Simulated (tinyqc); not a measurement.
Resistive crossbar, vector-matrix product with wire resistance: one step of the calculation.

2 rows and 2 columns. Cell (i, j) joins row node wij to column node bij. Each row is driven at its left end through one wire segment rw; neighbouring nodes along a row or a column are joined by rw; each column ends below the last row in one more rw and a virtual ground, where its current is read. Ideal output: I_j = sum_i V_i G_ij.

Task. The nodal equations. Kirchhoff current law at every node, A x = b: A holds the sum of the conductances at a node on the diagonal and minus the conductance between two nodes off it (wire conductance 1/rw); b = V_i/rw at the first node of row i.

Inputs (values chosen for the exercise):
- rw = 50 ohm (wire resistance between neighbouring cells)
- V = [0.3, 0.18] V (input voltages of the rows)

cell conductances G (uS):
```
       column 1  column 2
row 1       180        59
row 2        90       110
```

Find: A; b.

Result.

A (uS):
```
          w11       w12       w21       w22       b11       b12       b21       b22
w11   4.018e4  -2.000e4         0         0    -180.0         0         0         0
w12  -2.000e4   2.006e4         0         0         0    -59.00         0         0
w21         0         0   4.009e4  -2.000e4         0         0    -90.00         0
w22         0         0  -2.000e4   2.011e4         0         0         0    -110.0
b11    -180.0         0         0         0   2.018e4         0  -2.000e4         0
b12         0    -59.00         0         0         0   2.006e4         0  -2.000e4
b21         0         0    -90.00         0  -2.000e4         0   4.009e4         0
b22         0         0         0    -110.0         0  -2.000e4         0   4.011e4
```

b (uA): w11 6000, w12 0, w21 3600, w22 0, b11 0, b12 0, b21 0, b22 0

Computed by the program tinyqc: `OMP_NUM_THREADS=1 python tinyqc.py 2880148 2880149 out.jsonl`, one thread of a shared Intel Xeon 2.30GHz, about 0.04 s for the whole run.
